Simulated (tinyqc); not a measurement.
# Ferroelectric with a first-order transition, Landau-Devonshire energy: what changes with what

One domain with free energy u = al P^2 + be P^4 + ga P^6 - E P, al = a0 (T - T0), be < 0 < ga (P in uC/cm^2, E in kV/cm, u in mJ/cm^3). Equilibrium: E = 2 al P + 4 be P^3 + 6 ga P^5; a state is stable against small changes where dE/dP > 0. The coercive field is that of uniform switching, which real films, switching by domains, do not reach.

Parameters, values chosen for the exercise:

| symbol | value | unit | meaning |
|---|---|---|---|
| a0 | 0.01 | kV cm/(uC K) | slope of the quadratic coefficient |
| T0 | 600 | K | Curie-Weiss temperature |
| be | -0.0019 | kV cm^5/uC^3 | quartic coefficient |
| ga | 2.7e-6 | kV cm^9/uC^5 | sixth-order coefficient |
| T | 580 | K | temperature |

Constants: eps0 = 8.8541878128e-14 F/cm where lengths are in cm. Results are converted to the units shown.

Each table varies one quantity; the others keep the values above.

## The upper branch of the loop

Ps^2 = [-be + sqrt(be^2 - 3 al ga)]/(3 ga); Pc^2 = [-3 be + sqrt(9 be^2 - 15 al ga)]/(15 ga), Ec = -E(Pc); susceptibility chi = 1/(eps0 dE/dP). P is the largest root of E(P) = Ea.

The upper branch of the loop:

| Ea (kV/cm) | P (uC/cm^2) | u (mJ/cm^3) | chi |
|---|---|---|---|
| -21 | 17.864 | 205.57 | 19725 |
| -19 | 19.290 | 168.12 | 4845.6 |
| -15 | 20.505 | 88.286 | 2606.2 |
| -8.5 | 21.684 | -49.112 | 1664.1 |
| 0 | 22.736 | -238.14 | 1194.3 |
| 11 | 23.742 | -494.02 | 904.65 |
| 21 | 24.471 | -735.20 | 753.29 |
| 42 | 25.683 | -1262.4 | 570.33 |
| 85 | 27.474 | -2407.6 | 395.69 |

Read the table: what changes, and by how much?

P rises from 17.9 to 27.5 uC/cm^2, and chi falls from 19700 to 396. The branch ends at -Ec = -21.2 kV/cm, P = 17.3 uC/cm^2, where dE/dP vanishes and chi diverges; there P still has 76 % of Ps.

## Depolarisation in a thin film

Imperfect screening, an effective length ls = 0.023 nm at each electrode, adds the energy ls P^2/(eps0 t), so al becomes al + ls/(eps0 t) and T0 falls by ls/(eps0 a0 t) (short-circuited film, background permittivity neglected). TC = T0 + be^2/(4 a0 ga), where u(Ps) = u(0); T1 = T0 + be^2/(3 a0 ga), where the polar minimum disappears.

Depolarisation in a thin film:

| t (nm) | fall of T0 (K) | Ps (uC/cm^2) | depolarising field 2 ls Ps/(eps0 t) (kV/cm) | u(Ps) (mJ/cm^3) |
|---|---|---|---|---|
| 420 | 61.85 | 17.10 | 21.16 | 27.42 |
| 670 | 38.77 | 20.32 | 15.76 | -56.36 |
| 1000 | 25.98 | 21.28 | 11.06 | -111.8 |
| 1700 | 15.28 | 21.94 | 6.704 | -161.8 |
| 2600 | 9.991 | 22.23 | 4.442 | -187.6 |
| 4100 | 6.336 | 22.42 | 2.841 | -205.8 |
| 6500 | 3.996 | 22.54 | 1.802 | -217.7 |
| 10000 | 2.598 | 22.61 | 1.175 | -224.8 |
| 16000 | 1.624 | 22.66 | 0.7357 | -229.8 |

Read the table: what changes, and by how much?

As the film thickens from 420 to 16000 nm, Ps rises from 17.1 to 22.7 uC/cm^2 (bulk 22.7) and the depolarising field falls from 21.2 to 0.736 kV/cm. The polar state is the lowest for t > 486 nm and exists at all for t > 402 nm.

tinyqc, about 0.01 s, one thread, Intel Xeon 2.30GHz (shared host): `OMP_NUM_THREADS=1 python tinyqc.py 2860026 2860027 out.jsonl`
